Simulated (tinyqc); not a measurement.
All-pass ring resonator: one step of the calculation.

A ring of length L = 2 pi Rr coupled to one bus waveguide: round-trip amplitude a = 10^(-al L/20), self-coupling t = sqrt(1 - k2). At detuning d from the resonance the round-trip phase is p = 2 pi d/FSR and the transmission T = (a^2 - 2 a t cos p + t^2)/(1 - 2 a t cos p + a^2 t^2). Lossless coupler, linear absorption only.

Problem. Resonance parameters. FSR = lam^2/(ng L), finesse F = pi sqrt(a t)/(1 - a t), FWHM = FSR/F, Q = lam/FWHM, Tmin = (a - t)^2/(1 - a t)^2, power build-up k2 a^2/(1 - a t)^2, optical bandwidth c/(lam Q).

Inputs (values chosen for the exercise); values close to those of silicon waveguides: cold resonance wavelength lam = 1550 nm; ring radius Rr = 15 um; group index ng = 4.32; propagation loss al = 8.5 dB/cm; power coupling k2 = 0.035.

Constants: c = 299792458 m/s. Results are converted to the units shown.

Wanted: a; t; FSR; F; FWHM; Q; Tmin; build-up; bandwidth.

Solution.

a = 0.9908
t = 0.9823
FSR = 5.901 nm
F = 116.2
FWHM = 50.78 pm
Q = 3.052e4
Tmin = -9.959 dB
build-up = 48.29
bandwidth = 6.337 GHz

The ring is overcoupled; critical coupling needs k2 = 1 - a^2 = 0.0183.

tinyqc, about 0.01 s, one thread, Intel Xeon 2.30GHz (shared host): `OMP_NUM_THREADS=1 python tinyqc.py 2650125 2650126 out.jsonl`
